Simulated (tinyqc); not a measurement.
Schottky barrier on an n-type semiconductor, non-linear Poisson equation by Newton steps: effect of the relative permittivity.

One dimension, metal at x = 0, donor density C(x) = Nd, uniform. Energies are counted from the electron Fermi level of the semiconductor and the conduction-band edge is Ec = -psi, so n = Nc exp(psi/Vt); holes follow the Fermi level of the metal, at -V, so p = Nv exp((V - psi - Eg)/Vt). Ends: psi(0) = V - phiB and psi = Vt ln(Nd/Nc) deep inside. Boltzmann statistics, full ionisation, no current, no image force in the Poisson equation.

First integral for uniform doping: E_0^2 = (2 q/(eps0 eps_r)) [Nd (U - Vt + Vt exp(-U/Vt)) + Vt p_0], U = Vbi - V, Vbi = phiB - Vt ln(Nc/Nd), p_0 = Nv exp((phiB - Eg)/Vt) (deep holes neglected). Image-force lowering dphi = sqrt(q E_0/(4 pi eps0 eps_r)), at x_m = sqrt(q/(16 pi eps0 eps_r E_0)). W = sqrt(2 eps0 eps_r U/(q Nd)).

Parameters, values chosen for the exercise; band and dielectric values close to those of silicon:
```
symbol,value,unit,meaning
T,300,K,temperature
Eg,1.13,eV,band gap
Nc,2.8e19,cm^-3,conduction-band density of states at T
Nv,2.67e19,cm^-3,valence-band density of states at T
Nd,3.4e16,cm^-3,donor density deep in the semiconductor
phiB,0.52,eV,barrier height
V,-1.9,V,bias of the metal against the semiconductor
```

Constants: q = 1.602176634e-19 C, kB = 1.380649e-23 J/K, Vt = kB T/q, eps0 = 8.8541878128e-14 F/cm where lengths are in cm. Results are converted to the units shown.

The same in every row: Vbi (V) = 0.3464; p_0/Nd = 4.441e-8.

Results:
```
eps_r  W (nm)  E_0 (kV/cm)  dphi (mV)  exp(dphi/Vt)
6       209.3        213.4      71.56         15.93
8       241.7        184.8      57.68         9.309
10      270.2        165.3      48.79         6.601
12      296.0        150.9      42.55         5.186
14      319.7        139.7      37.91         4.333
16      341.8        130.7      34.29         3.768
20      382.2        116.9      29.01         3.071
```

Estimate the missing row, eps_r = 18.

Computed row:
```
eps_r  W (nm)  E_0 (kV/cm)  dphi (mV)  exp(dphi/Vt)
18      362.6        123.2      31.39         3.368
```

With this row back in the table: As eps_r goes from 6 to 20, the surface field falls from 213 to 117 kV/cm, the lowering falls from 71.6 to 29.0 mV and W rises from 209 to 382 nm. Over the table the lowering goes as eps_r^(-0.75); the depletion formulas give -3/4.

Numbers from tinyqc (`OMP_NUM_THREADS=1 python tinyqc.py 2020124 2020125 out.jsonl`; about 0.06 s on one thread of a shared Intel Xeon 2.30GHz).
